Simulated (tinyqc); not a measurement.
# Worked calculation: surface potential of a MOS transistor: implicit equation and explicit approximations

Computed by the program tinyqc: `OMP_NUM_THREADS=1 python tinyqc.py 2122207 2122208 out.jsonl`, one thread of a shared Intel Xeon 2.30GHz, about 0.01 s for the whole run. Printed values are rounded.

p-type body, charge-sheet picture, depletion and inversion only, full ionisation (an idealisation for deep acceptors), Boltzmann statistics (rough once Na exp(x - xn) passes about Nc/7). In units of Vt: xg = (Vg - Vfb)/Vt, x = psi/Vt, G = gamma/sqrt(Vt), xn = (2 phiF + Vc)/Vt. The implicit equation is (xg - x)^2 = G^2 [x - 1 + exp(x - xn)] for x above about 3. Cox = eps0 eox/tox.

Inputs (values chosen for the exercise); band and dielectric values close to those of silicon: temperature T = 300 K; band gap Eg = 1.13 eV; relative permittivity eps_r = 11.7; conduction-band density of states at T Nc = 2.83e19 cm^-3; valence-band density of states at T Nv = 2.67e19 cm^-3; relative permittivity of the gate insulator (close to silicon dioxide) eox = 3.9; insulator thickness tox = 2.8 nm; acceptor density Na = 2.6e17 cm^-3; flat-band voltage Vfb = -0.83 V; channel-body voltage Vc = 0.5 V; gate-body voltage Vg = 0.84 V.

Constants: q = 1.602176634e-19 C, kB = 1.380649e-23 J/K, Vt = kB T/q, eps0 = 8.8541878128e-14 F/cm where lengths are in cm. Results are converted to the units shown.

## Scales

ni = sqrt(Nc Nv) exp(-Eg/(2 Vt)), Eg in volts; phiF = Vt ln(Na/ni); gamma = sqrt(2 q eps0 eps_r Na)/Cox; VT = Vfb + Vt (xn + G sqrt(xn - 1)).

phiF = 0.4445081 V
gamma = 0.2382149 V^0.5
G = 1.481569
xn = 53.72954
VT = 0.8371430 V
xg = 64.59848

## Explicit approximation

Depletion value a = 1 + [sqrt(G^2/4 + xg - 1) - G/2]^2; inversion value b = xn + ln[(xg - xn)^2/G^2 - xn + 1] and first guess y = min(a, b) - ln(1 + exp(-|a - b|)) if a > xn + 1, else b = y = a; one second-order correction with D = exp(y - xn), p = 2 (xg - y) + G^2 (1 + D), w = (xg - y)^2 - G^2 (y - 1 + D): z = y + 2 w/(p + sqrt(p^2 - 2 (2 - G^2 D) w)), or the Newton step z = y + w/p where the root is not real.

a = 53.82983
b = 53.82983
y = 53.82983
p = 26.15895
w = -2.426600
z = 53.73700

The root of the implicit equation is x = 53.7370; y misses it by 0.093 and z by -1.2e-5, in units of Vt.

## Starting value

x = a rounded to two decimals.

x at the start = 53.83

## Iteration 1: new x

D = exp(x - xn), f = (xg - x)^2 - G^2 (x - 1 + D), f' = -2 (xg - x) - G^2 (1 + D), x(new) = x - f/f'.

D = 1.105677
f = -2.431025
f' = -26.15903
x after iteration 1 = 53.73707

## Iteration 2: new x

As before.

D = 1.007553
f = -0.001526680
f' = -26.12950
x after iteration 2 = 53.73701

## Course of the iteration

Stop when the step is below 1e-11, or after 60 iterations.

Course of the iteration:
```
iteration  x before the step       step
1                      53.83    -0.0929
2                   53.73707   -5.84e-5
3                   53.73701  -1.38e-11
4                   53.73701          0
```

Converged in 4 iterations.

## Potential, charges and gate control

converged x = 53.73701

psi = Vt x; N_dep = Cox Vt G sqrt(x - 1)/q; N_inv = (Cox Vt G/q) [sqrt(x - 1 + exp(x - xn)) - sqrt(x - 1)]; dpsi/dVg = 1/[1 + G^2 (1 + exp(x - xn))/(2 (xg - x))].

psi = 1.389209 V
N_dep = 2.141009e12 cm^-2
N_inv = 2.0354e10 cm^-2
dpsi/dVg = 0.8313575

psi lies 0.0075 Vt above 2 phiF + Vc.
